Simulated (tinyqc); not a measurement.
p-n heterojunction, non-linear Poisson equation by Newton steps, Fermi-Dirac statistics: course of the Newton iteration.

One dimension, material 1 (p-type) at x < 0 and material 2 (n-type) at x > 0. Band edges: Ec = -psi in material 1 and -psi + dEc in material 2, Ev = Ec - Eg. Flat quasi-Fermi levels: 0 for holes, +V for electrons. n = Nc F((EFn - Ec)/Vt), p = Nv F((Ev - EFp)/Vt), with F(eta) = F_1/2(eta) = (2/sqrt(pi)) int_0^infinity sqrt(u) du/(1 + exp(u - eta)) (Fermi-Dirac statistics); full ionisation, no interface charge, classical densities; the doping types are chosen for the exercise.

a_i = eps0 eps_r/h_i for the interval from node i to i + 1, with h_i = x_(i+1) - x_i in cm.

Start: psi_L + (psi_R - psi_L)(1 + tanh(x/s))/2 on the inner nodes with s = 55 nm, psi_L and psi_R on the ends.

n_i = Nc F(a_n), a_n = (V - Ec_i)/Vt; p_i = Nv F(a_p), a_p = (Ec_i - Eg)/Vt; rho_i = p_i - n_i + C_i with C = -N1 or +N2; g_i = (Nc F'(a_n) + Nv F'(a_p))/Vt with F' = F_-1/2(eta) = (1/sqrt(pi)) int_0^infinity u^(-1/2) du/(1 + exp(u - eta)). Box widths w_i = (h_(i-1) + h_i)/2 in cm. Residual F_i = a_i (psi_(i+1) - psi_i) - a_(i-1) (psi_i - psi_(i-1)) + q rho_i w_i; Jacobian: a_(i-1) and a_i beside the diagonal, b_i = -a_(i-1) - a_i - q g_i w_i on it. The two end nodes are fixed.

Solve the tridiagonal system a_(i-1) d_(i-1) + b_i d_i + a_i d_(i+1) = -F_i for nodes 1 to 10, with d = 0 on fixed nodes. If the largest |d| exceeds 4 Vt, the whole step is scaled down so that it equals 4 Vt.

Stop when the largest undamped |d| is below 1e-9 V, or after 80 iterations.

Values chosen for this exercise; band and dielectric values close to those of CdTe and CdS: temperature T = 350 K; band gap of material 1 Eg1 = 1.48 eV; relative permittivity of material 1 er1 = 10.3; conduction-band density of states of material 1 Nc1 = 1.01e18 cm^-3; valence-band density of states of material 1 Nv1 = 2.31e19 cm^-3; band gap of material 2 Eg2 = 2.44 eV; relative permittivity of material 2 er2 = 9.05; conduction-band density of states of material 2 Nc2 = 2.75e18 cm^-3; valence-band density of states of material 2 Nv2 = 2.31e19 cm^-3; conduction-band offset Ec2 - Ec1 dEc = -0.11 eV; acceptor density of material 1 N1 = 4e17 cm^-3; donor density of material 2 N2 = 1.6e16 cm^-3; bias of side 1 against side 2 V = 0 V.

Constants: q = 1.602176634e-19 C, kB = 1.380649e-23 J/K, Vt = kB T/q, eps0 = 8.8541878128e-14 F/cm where lengths are in cm. Results are converted to the units shown.

```
node,x (nm),material
0,-65.7,1
1,-50.4,1
2,-37.5,1
3,-26.5,1
4,-17.3,1
5,-9.42,1
6,-2.8,1
7,2.8,2
8,19,2
9,66,2
10,202,2
11,596,2
```

```
interval,eps_r
0,10.3
1,10.3
2,10.3
3,10.3
4,10.3
5,10.3
6,9.63463
7,9.05
8,9.05
9,9.05
10,9.05
```

psi_L = -1.35785 V
psi_R = -0.265168 V

Course of the iteration:
```
iteration,largest |F| (C/cm^2),largest |d| (V),at node
1,1.29e-7,1.22,6
2,1.14e-7,1.08,6
3,9.26e-8,0.603,8
4,6.36e-8,0.232,9
5,2.46e-8,0.0637,9
6,1.97e-9,1.30e-3,6
7,1.11e-11,1.19e-5,6
8,1.03e-15,1.16e-9,6
9,< 1e-19,< 1e-12,7
```

Did this iteration meet its convergence test, and what does its course show?

Yes. Converged in 9 iterations. Once the step is below 0.1 Vt, 3 more iteration(s) reach the threshold: near the solution the error is roughly squared each time.

Program tinyqc, `OMP_NUM_THREADS=1 python tinyqc.py 2040096 2040097 out.jsonl`; Intel Xeon 2.30GHz, shared host, one thread, about 0.2 s.
